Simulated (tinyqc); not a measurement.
Tersoff bond-order potential: one step, computed by the program tinyqc. Command: `OMP_NUM_THREADS=1 python tinyqc.py 3027669 3027670 out.jsonl tersoff walk`. One thread of a shared host (Intel(R) Xeon(R) Processor @ 2.30GHz), about 0.01 s of CPU time with the checks.

E = (1/2) sum_(i, j != i) [A exp(-lambda r_ij) - b_ij B exp(-mu r_ij)], b_ij = (1 + (beta zeta_ij)^n)^(-1/(2n)), zeta_ij = sum_(k != i, j) g(theta_ijk), g = 1 + c^2/d^2 - c^2/(d^2 + (h - cos theta)^2), with theta at atom i. Only nearest neighbours count (cut-off function 1 for them, 0 beyond).

Problem. The diamond lattice. zeta = 3 g(cos theta = -1/3). With z equal bonds of order b, r = ln(lambda A/(mu b B))/(lambda - mu) and E per atom = -(z/2) b B exp(-mu r)(1 - mu/lambda). a0 = 4 r/sqrt3; B0 = phi''(r)/(3 a0) with phi'' = mu (lambda - mu) b B exp(-mu r), since b does not change under uniform scaling.

Inputs (values chosen for the exercise, modelled on germanium): A = 1770.8 eV; B = 419.62 eV; lambda = 2.4451 1/angstrom; mu = 1.7047 1/angstrom; beta = 8.6e-07; n = 0.7498; c = 105400; d = 15.43; h = -0.4552.

Constants: 1 eV/angstrom^3 = 160.2176634 GPa.

Give: zeta; bond order b; bond length; energy per atom of the diamond lattice; lattice constant a0; bulk modulus B0.

Solution.

zeta = 8734

bond order b = 0.9833

bond length = 2.455 angstrom

energy per atom of the diamond lattice = -3.807 eV

lattice constant a0 = 5.669 angstrom

bulk modulus B0 = 74.74 GPa
